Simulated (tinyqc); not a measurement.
Internal photoemission over an interface barrier: one step of the calculation.

Electrons are excited from a metal over the barrier Phi(F) = P0 - sqrt(q F/(4 pi eps0 ei)), whose top lies at xm = sqrt(q/(16 pi eps0 ei F)). The yield is Y = A (hv - Phi)^p exp(-xm/l), with A = 1 here.

Question. Threshold from a spectrum. The yields were made at this field with a scatter of 1 %. Fit Y^(1/n) on hv by least squares for n = 2 and n = 3; the zero of the line is the threshold.

```
point	hv (eV)	Y
0	1.55	0.01527
1	1.68	0.05272
2	1.81	0.1103
3	1.94	0.1942
4	2.07	0.2995
5	2.2	0.4263
```

Give: Y^(1/2); Y^(1/3); threshold for n = 2; threshold for n = 3.

Answer.

```
point	Y^(1/2)	Y^(1/3)
0	0.1236	0.2481
1	0.2296	0.3750
2	0.3321	0.4796
3	0.4407	0.5791
4	0.5473	0.6691
5	0.6529	0.7526
```

threshold for n = 2 = 1.399 eV
threshold for n = 3 = 1.203 eV

Numbers from tinyqc (`OMP_NUM_THREADS=1 python tinyqc.py 2410013 2410014 out.jsonl`; about 0.01 s on one thread of a shared Intel Xeon 2.30GHz).
